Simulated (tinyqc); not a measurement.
# Global model of a low-pressure process discharge: electron temperature, density, ion flux and ion energy, step by step

A worked calculation. Computed by tinyqc, a small Python program that keeps every step. Command: `OMP_NUM_THREADS=1 python tinyqc.py 3110007 3110008 out.jsonl plasma walk`. One thread of a shared host (Intel(R) Xeon(R) Processor @ 2.30GHz), about 0.01 s of CPU time with the checks. Intermediate numbers are printed to about 7 digits and carried at full precision; extremes and crossings named in words are read from the listed rows.

Maxwellian electrons with temperature T_e in eV, one positive ion, no negative ions, uniform bulk density n; rate constants have the Arrhenius form.

Inputs (values chosen for the exercise, of the order of those of an inductive discharge in a simple atomic gas):

| quantity | value | unit |
|---|---|---|
| ion mass M | 40 | u |
| ionisation prefactor K0 | 5.8e-14 | m^3/s |
| ionisation energy E_iz | 12.4 | eV |
| excitation prefactor X0 | 9.1e-15 | m^3/s |
| excitation energy E_ex | 11.6 | eV |
| elastic rate constant K_el | 1.3e-13 | m^3/s |
| ion-neutral cross section | 1.2e-18 | m^2 |
| pressure p | 0.6 | Pa |
| gas temperature T_g | 500 | K |
| radius R | 13 | cm |
| height L | 18 | cm |
| absorbed power P | 1900 | W |
| bias power P_b | 34 | W |
| radius of the biased electrode | 5 | cm |
| bias frequency | 27 | MHz |
| mixing | 0.3 | - |

Constants: k_B = 1.380649e-23 J/K; e = 1.602176634e-19 C; u = 1.6605390666e-27 kg; m_0 = 9.1093837015e-31 kg; eps_0 = 8.8541878128e-12 F/m.

## Geometry factors

n_g = p/(k_B T_g); lambda_i = 1/(n_g sigma); h_L = 0.86/sqrt(3 + L/(2 lambda_i)), h_R = 0.8/sqrt(4 + R/lambda_i); A_eff = 2 pi R^2 h_L + 2 pi R L h_R; d_eff = pi R^2 L/A_eff.

gas density n_g = 8.691565e+19 1/m^3

ion mean free path = 0.9587840 cm

h_L = 0.2443528

h_R = 0.1909159

A_eff = 540.1651 cm^2

d_eff = 17.69223 cm

## A fixed-point cycle for T_e

Particle balance: K0 exp(-E_iz/T_e) n_g d_eff = u_B, u_B = sqrt(e T_e/M). Cycle: T_out = T sqrt(loss/creation) with loss/creation = u_B/(K0 exp(-E_iz/T) n_g d_eff); T -> T + mixing (T_out - T), kept between 0.3 and 60 eV, from 3 eV; stop at |T_out - T| < 1e-9 eV or after 60 steps.

Course:

| step | T (eV) | T_out (eV) | residual (eV) |
|---|---|---|---|
| 0 | 3.000000 | 1.301336 | -1.698664e+00 |
| 1 | 2.490401 | 1.573926 | -9.164747e-01 |
| 2 | 2.215458 | 1.852066 | -3.633927e-01 |
| 3 | 2.106441 | 2.009856 | -9.658501e-02 |
| 4 | 2.077465 | 2.058138 | -1.932762e-02 |
| 5 | 2.071667 | 2.068163 | -3.504031e-03 |
| 6 | 2.070616 | 2.069994 | -6.218442e-04 |
| 7 | 2.070429 | 2.070319 | -1.099224e-04 |
| 8 | 2.070396 | 2.070377 | -1.941722e-05 |
| 9 | 2.070390 | 2.070387 | -3.429524e-06 |
| 10 | 2.070389 | 2.070389 | -6.057189e-07 |
| 11 | 2.070389 | 2.070389 | -1.069810e-07 |
| 12 | 2.070389 | 2.070389 | -1.889479e-08 |
| 13 | 2.070389 | 2.070389 | -3.337164e-09 |
| 14 | 2.070389 | 2.070389 | -5.894041e-10 |

last residual = 5.894041e-10 eV

Converged in 15 steps.

## Electron temperature

Root found by bracketing.

T_e = 2.070389 eV

Bohm velocity u_B = 2234.738 m/s

K_iz = 1.453269e-16 m^3/s

## Energy per pair and density

E_c = E_iz + (X0 exp(-E_ex/T_e) E_ex + K_el (3 m_0/M) T_e)/K_iz; wall potential V_s = (T_e/2) ln(M/(2 pi m_0)); E_T = E_c + 2 T_e + T_e/2 + V_s; n = P/(e u_B A_eff E_T); ion current density J = e h_L n u_B; ionised share n/n_g.

collisional loss per pair E_c = 15.15465 eV

wall potential V_s = 9.688572 V

E_T = 30.01919 eV

plasma density n = 3.272586e+12 1/cm^3

ion current density J = 28.63159 mA/cm^2

ionised share = 0.03765244

Collisions take 50 % of the power and the walls the rest. T_e came from the particle balance alone; the power sets only n. Caution: at this ionised share gas depletion and heating, left out here, matter.

## Biased electrode

All bias power goes to ions: V_b = P_b/(J pi r^2). Debye length at the sheath edge lambda_D = sqrt(eps_0 T_e/(e h_L n)); Child-law sheath s = (sqrt2/3) lambda_D (2 V/T_e)^(3/4), V = V_b + V_s; ion transit time tau_i = 3 s sqrt(M/(2 e V)); collisions in the sheath s/lambda_i.

bias voltage V_b = 15.11971 V

lambda_D = 11.96165 micrometre

sheath width s = 0.06107533 mm

ion transit time = 16.74839 ns

transit time over bias period = 0.4522065

s/lambda_i = 0.006370082

The sheath is nearly free of collisions.

## Pressure series at fixed power

n_g = p/(k_B T_g), lambda_i = 1/(n_g sigma), K_iz = K0 exp(-E_iz/T_e), h_L = 0.86/sqrt(3 + L/(2 lambda_i)), h_R = 0.8/sqrt(4 + R/lambda_i), A_eff = 2 pi R^2 h_L + 2 pi R L h_R and d_eff = pi R^2 L/A_eff follow p. E_c = E_iz + (X0 exp(-E_ex/T_e) E_ex + K_el (3 m_0/M) T_e)/K_iz; E_T = E_c + (5/2) T_e + (T_e/2) ln(M/(2 pi m_0)); n = P/(e u_B A_eff E_T); J = e h_L n u_B. Pressures without a root below 2 E_iz are left out.

Against pressure:

| p (Pa) | T_e (eV) | E_c (eV) | E_T (eV) | n (1/cm^3) | J (mA/cm^2) |
|---|---|---|---|---|---|
| 0.1 | 3.638821 | 14.67766 | 40.80290 | 1.092980e+12 | 20.88365 |
| 0.2 | 2.833065 | 14.83463 | 35.17487 | 1.670912e+12 | 24.31073 |
| 0.5 | 2.169631 | 15.09224 | 30.66930 | 2.922737e+12 | 28.00466 |
| 1.0 | 1.832363 | 15.36314 | 28.51876 | 4.499805e+12 | 30.18769 |
| 2.0 | 1.581621 | 15.78868 | 27.14407 | 6.911118e+12 | 31.76344 |
| 5.0 | 1.337296 | 17.02261 | 26.62385 | 1.180566e+13 | 32.41688 |
| 10.0 | 1.197074 | 19.43096 | 28.02546 | 1.661445e+13 | 30.80678 |
| 20.0 | 1.083577 | 25.53119 | 33.31083 | 2.068365e+13 | 25.92353 |

T_e falls from 3.64 to 1.08 eV, n changes by a factor 18.9 and J by 1.24; in J = P h_L/(A_eff E_T), E_T changes by a factor 0.82 and is least at 5 Pa, between wall losses at high T_e and excitation losses at low T_e.

Checks made by the program: cycle against bracketing (relative difference below 1e-10).
